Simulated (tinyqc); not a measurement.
Energy and delay of logic against supply voltage: one step of the calculation.

One expression serves below and above threshold: I(Vg) = Ik [ln(1 + exp((Vg - VT + dd V)/(al nf Vt)))]^al, with I_on = I(V) and I_off = I(0). Gate delay td = kd C V/I_on, clock period LD td. Per gate and cycle the switching energy is act C V^2 and the leakage energy I_off V LD td. No short-circuit current, no variation. Minima are sought above 0.09 V; below a few Vt gates no longer switch and the model has no meaning.

Question. Currents, delay and energies. I_on, I_off, td, clock frequency 1/(LD td), both energies and their sum.

Parameters, values chosen for the exercise; values of the order met in logic technologies: temperature T = 300 K; threshold voltage at zero drain bias VT = 0.3 V; slope factor nf = 1.2; barrier lowering per volt of supply dd = 0.05; specific current of a gate Ik = 0.45 uA; exponent of the current law al = 1.68; load capacitance of a gate C = 0.74 fF; delay factor kd = 0.5; logic depth LD = 40; activity factor act = 0.1; supply voltage V = 0.51 V.

Constants: q = 1.602176634e-19 C, kB = 1.380649e-23 J/K, Vt = kB T/q. Results are converted to the units shown.

Find: I_on; I_off; td; clock frequency; switching energy; leakage energy; energy.

Answer.

I_on = 5.6934 uA
I_off = 0.064343 nA
td = 33.144 ps
clock frequency = 0.75429 GHz
switching energy = 19.247 aJ
leakage energy = 0.043504 aJ
energy = 19.291 aJ

I_on/I_off = 88500; leakage makes up 0.226 % of the energy.

Numbers from tinyqc (`OMP_NUM_THREADS=1 python tinyqc.py 2082090 2082091 out.jsonl`; about 0.01 s on one thread of a shared Intel Xeon 2.30GHz).
